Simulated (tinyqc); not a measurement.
## MOSFET in the linear regime without short-channel effects, parameter extraction from computed curves: extraction methods against the second mobility attenuation factor

Inversion charge Q = Cox n Vt W0(exp((Vg - VT)/(n Vt))), W0 the Lambert function and n = nf; u = Q/Cox; mobility mu = mu0/(1 + th1 u + th2 u^2); channel resistance Rch = (L - dL)/(W mu Q); Id = Vd/(Rch + Rsd/W). Cox = eps0 eox/tox. Small Vd, no channel-length or drain effects.

From the continuous curve Id(Vg): tangent at peak gm (V_ext = Vg - Id/gm); constant current Id = 0.1 uA W/L; peak of d2Id/dVg2; Y = Id/sqrt(gm) drawn through Vg = VT + 0.6 and VT + 0.8 V, with intercept VT_Y and slope s. Mobilities gm,max L/(W Cox Vd) and s^2 L/(W Cox Vd) with the drawn L. Last column: share of Rsd/W in the total resistance at VT + 0.8 V.

Inputs (values chosen for the exercise); channel values of the order met in silicon transistors:
- T = 300 K (temperature)
- eox = 8.89 (relative permittivity of the gate insulator (close to aluminium oxide))
- tox = 3.4 nm (insulator thickness)
- mu0 = 310 cm^2/(V s) (low-field mobility)
- th1 = 0.28 1/V (first mobility attenuation factor)
- VT = 0.36 V (threshold voltage)
- nf = 1.24 (body factor)
- W = 0.5 um (gate width)
- L = 0.09 um (drawn gate length)
- dL = 0.002 um (drawn less effective length)
- Rsd = 220 ohm um (source plus drain resistance)
- Vd = 0.025 V (drain voltage)

Constants: q = 1.602176634e-19 C, kB = 1.380649e-23 J/K, Vt = kB T/q, eps0 = 8.8541878128e-14 F/cm where lengths are in cm. Results are converted to the units shown.

Extraction methods against the second mobility attenuation factor:
columns A: th2 (1/V^2); B: V_ext (V); C: constant current (V); D: second derivative (V); E: VT_Y (V); F: mobility from gm (cm^2/(V s)); G: mobility from Y (cm^2/(V s)); H: series share (%)
```
A         B      C      D      E    F    G     H
0     0.339  0.309  0.343  0.405  167  286  51.3
0.06  0.339  0.309  0.343  0.420  166  306  50.6
0.12  0.338  0.309  0.343  0.434  166  329  50.1
0.18  0.338  0.309  0.343  0.448  166  353  49.5
0.24  0.338  0.309  0.343  0.463  166  380  48.9
0.3   0.338  0.309  0.343  0.477  166  410  48.4
0.36  0.338  0.309  0.343  0.492  165  444  47.8
```

Read the table: what changes, and by how much?

The model has VT = 0.36 V and mu0 = 310 cm^2/(V s). Over the table the extracted thresholds move by 0.55 mV (tangent), under 0.5 mV (constant current), under 0.5 mV (second derivative), 87 mV (Y function). The mobility from gm falls from 167 to 165 and that from Y rises from 286 to 444 cm^2/(V s).

Computed by the program tinyqc: `OMP_NUM_THREADS=1 python tinyqc.py 2210003 2210004 out.jsonl`, one thread of a shared Intel Xeon 2.30GHz, about 0.01 s for the whole run.
